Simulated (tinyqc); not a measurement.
One electron in a tunnel-coupled double dot: charge qubit, sensing and quantum capacitance: two steps of the calculation.

Basis (left, right), H = [[ep/2, tc], [tc, -ep/2]], splitting Om = sqrt(ep^2 + 4 tc^2), ep = al times the gate voltage. In equilibrium the electron is on the right with the chance P_R = [1 + (ep/Om) tanh(Om/2 kB T)]/2.

Inputs (values chosen for the exercise): tunnel coupling tc = 3.5 ueV; electron temperature T = 0.083 K; deviation of quasi-static detuning noise se = 1.1 ueV; detuning ep = 2.9 ueV.

Constants: q = 1.602176634e-19 C, kB = 1.380649e-23 J/K, hbar = 1.054571817e-34 J s, h = 6.62607015e-34 J s, Vt = kB T/q. Results are converted to the units shown.

Problem 1. Splitting and occupation. Also the frequency Om/h, the mixing angle arctan2(2 tc, ep) and the weight of the right dot in the ground state, (1 + ep/Om)/2.

Find: Om; Om/h; mixing angle; ground-state weight; kB T; P_R.

Solution 1.

Om = 7.577 ueV
Om/h = 1.832 GHz
mixing angle = 67.50 degree
ground-state weight = 0.6914
kB T = 7.152 ueV
P_R = 0.5928

Problem 2. Dephasing by charge noise. Noise in ep shifts Om by (ep/Om) d + (2 tc^2/Om^3) d^2. For Gaussian d of deviation se the spread of Om is sqrt[(ep se/Om)^2 + 2 (2 tc^2 se^2/Om^3)^2], and T2* is estimated as sqrt(2) hbar/spread; Om T2*/h counts the oscillations within T2*.

Find: first-order spread; second-order spread; T2*; oscillations within T2*.

Solution 2.

first-order spread = 0.42101 ueV
second-order spread = 0.096380 ueV
T2* = 2.1552 ns
oscillations within T2* = 3.9486

At ep = 0 the first-order term vanishes and T2* would be 7.62 ns.

tinyqc, about 0.01 s, one thread, Intel Xeon 2.30GHz (shared host): `OMP_NUM_THREADS=1 python tinyqc.py 2470043 2470044 out.jsonl`
